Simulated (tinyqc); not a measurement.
From results back to parameters: localisation in a chain with random site energies (transfer matrices). Three cases, with inputs chosen for the exercise.

Problem. In the localised range mean ln T = c - 2N/xi, xi being the localisation length in sites, and site energies spread evenly over a width W give xi = 24 (4t^2 - E^2)/W^2 for weak disorder. The two means come from a hidden xi.

Case 1.

Values chosen: t = 0.84 eV (hopping); E = -1.03 eV (energy); N1 = 55 (first length); N2 = 143 (second length).

mean ln T: N1 -3.34103, N2 -8.11068

Case 2.

Values chosen: t = 0.76 eV (hopping); E = -0.45 eV (energy); N1 = 50 (first length); N2 = 178 (second length).

mean ln T: N1 -4.66350, N2 -15.60368

Case 3.

Values chosen: t = 0.96 eV (hopping); E = -1.13 eV (energy); N1 = 50 (first length); N2 = 183 (second length).

mean ln T: N1 -5.90556, N2 -20.68333

Find: xi; W.

Solution. The slope gives xi = 2 (N2 - N1)/(difference of the means), and W = sqrt(24 (4t^2 - E^2)/xi).

Case 1.

xi = 36.9 sites
W = 1.07 eV

Case 2.

xi = 23.4 sites
W = 1.47 eV

Case 3.

xi = 18.0 sites
W = 1.79 eV

Computed by tinyqc, one run a case: `OMP_NUM_THREADS=1 python tinyqc.py N N+1 out.jsonl` with N = 1452157, 1452254, 1452308; one thread of a shared Intel(R) Xeon(R) Processor @ 2.30GHz, about 0.04 s a run at most.
